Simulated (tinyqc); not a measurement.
Limits of the phonon part: Bloch-Grueneisen resistivity of a metal. Computed by tinyqc, a small Python program. Command: `OMP_NUM_THREADS=1 python tinyqc.py 3024472 3024473 out.jsonl bg walk`. One thread of a shared host (Intel(R) Xeon(R) Processor @ 2.30GHz), about 0.01 s of CPU time with the checks.

Electrons scatter from a Debye spectrum of phonons (n = 5 for scattering within one band, n = 3 for scattering into a second, heavy band) and from static defects.

Inputs (values chosen for the exercise, modelled on ruthenium):
```
quantity                      value         unit
exponent n                        5            -
Debye temperature Theta         440            K
transport coupling lambda_tr   0.45            -
Drude plasma energy hbar w_p    7.9           eV
residual resistivity rho_0     0.71  microohm cm
saturation resistivity          190  microohm cm
```

Addition: saturation.

Constants: k_B = 1.380649e-23 J/K; hbar = 1.054571817e-34 J s; eps_0 = 8.8541878128e-12 F/m; hbar = 6.582119569e-16 eV s.

Method:
- J_n(y) = int_0^y x^n e^x/(e^x - 1)^2 dx, by 96 Gauss-Legendre points (upper limit at most 60).
- rho_ph = (n - 1) rho_1 (T/Theta)^n J_n(Theta/T), with rho_1 = 2 pi lambda_tr k_B Theta/(hbar eps_0 w_p^2), the high-temperature line at T = Theta.
- Parallel-resistor saturation: 1/rho = 1/(rho_0 + rho_ph) + 1/rho_sat.
- Low T: (n - 1) n! zeta(n) rho_1 (T/Theta)^n. High T: rho_1 (T/Theta) [1 - (n - 1)/(12 (n + 1)) (Theta/T)^2].

Resistivities (microohm cm):
```
T (K)      rho_ph   low-T law  straight line  line with correction  total rho
13     1.4309e-04  1.4309e-04          0.377                     -      0.707
22     1.9861e-03  1.9862e-03          0.638                     -      0.709
35     1.9965e-02  2.0242e-02          1.016                     -      0.727
53     1.3550e-01  1.6117e-01          1.538                     -      0.842
88     8.2156e-01  2.0339e+00          2.554                     -      1.519
150    2.7975e+00  2.9266e+01          4.353                 2.272      3.444
220    5.1546e+00  1.9862e+02          6.385                 4.966      5.689
350    9.3162e+00  2.0242e+03         10.158                 9.266      9.524
530    1.4808e+01  1.6117e+04         15.382                14.793     14.346
880    2.5188e+01  2.0339e+05         25.539                25.185     22.791
```

The low-T law holds to 10 % up to 35 K, the straight line from 350 K on. The local exponent of rho_ph falls from 5.00 to 1.05. Phonons overtake the residual resistivity between 53.0 and 88.0 K. Saturation lowers the last total by 12.0 %.

Extremes, crossings and ranges named in words are read from the listed rows.
